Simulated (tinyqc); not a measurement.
Electron mobility in a silicon inversion layer, empirical terms and Matthiessen rule: two steps of the calculation.

Inversion layer of sheet density Ns on a uniformly doped body, under a high-permittivity gate with an interlayer. The mobility terms are empirical power laws with prefactors chosen for the exercise; adding their inverses (Matthiessen) is itself an approximation.

Parameters, values chosen for the exercise; material values close to those of silicon:
```
symbol,value,unit,meaning
T,350,K,temperature
Eg,1.11,eV,band gap
eps_r,11.8,,relative permittivity of the semiconductor
Nc,3.57e19,cm^-3,conduction-band density of states at T
Nv,3.38e19,cm^-3,valence-band density of states at T
Nb,2.8e18,cm^-3,body doping
Vsb,0,V,reverse body bias
eta,0.5,,weight of the inversion charge in the effective field
Ap,477,cm^2/(V s),phonon-limited mobility at 1 MV/cm and 300 K
As,776,cm^2/(V s),roughness-limited mobility at 1 MV/cm
gs,2,,exponent of the roughness term
Ac,1700,cm^2/(V s),Coulomb prefactor
Nit,1.4e11,cm^-2,charge at the interface
Ar,320,cm^2/(V s),remote-phonon mobility without interlayer
ti,1,nm,interlayer thickness
lr,0.6,nm,decay length of remote phonons
Ns,1.1e12,cm^-2,inversion density
WL,1,,ratio W/L
Vd,0.05,V,drain voltage
I,0.5,uA,measured linear current
```

Constants: q = 1.602176634e-19 C, kB = 1.380649e-23 J/K, Vt = kB T/q, eps0 = 8.8541878128e-14 F/cm where lengths are in cm. Results are converted to the units shown.

Problem 1. Depletion charge and effective field. ni = sqrt(Nc Nv) exp(-Eg/(2 Vt)), Eg in volts; Ndep = sqrt(2 eps0 eps_r Nb (2 Vt ln(Nb/ni) + Vsb)/q); E = q (Ndep + eta Ns)/(eps0 eps_r), in MV/cm.

Find: ni; Ndep; E.

Solution 1.

ni = 3.541e11 cm^-3
Ndep = 5.915e12 cm^-2
E = 0.9914 MV/cm

The depletion charge gives 91.5 % of the field.

Problem 2. Inversion density for the measured current. I = (W/L) q Ns mu Vd. E = q (Ndep + eta Ns)/(eps0 eps_r) in MV/cm. With t = T/(300 K): muC = Ac (Ns/1e12 cm^-2) t/(Nb/1e17 cm^-3 + Nit/1e11 cm^-2), muP = Ap E^(-1/3) t^(-1.75), muS = As E^(-gs), muR = Ar exp(2 ti/lr)/t; 1/mu is the sum of the inverses. Ns(new) = I/((W/L) q mu Vd).

Ns at the start = 1.6e12 cm^-2
Ndep = 5.9150650e12 cm^-2

Find: E; mu; Ns after iteration 1.

Solution 2.

E = 1.030 MV/cm
mu = 73.89 cm^2/(V s)
Ns after iteration 1 = 8.447e11 cm^-2

tinyqc, about 0.01 s, one thread, Intel Xeon 2.30GHz (shared host): `OMP_NUM_THREADS=1 python tinyqc.py 2510018 2510019 out.jsonl`
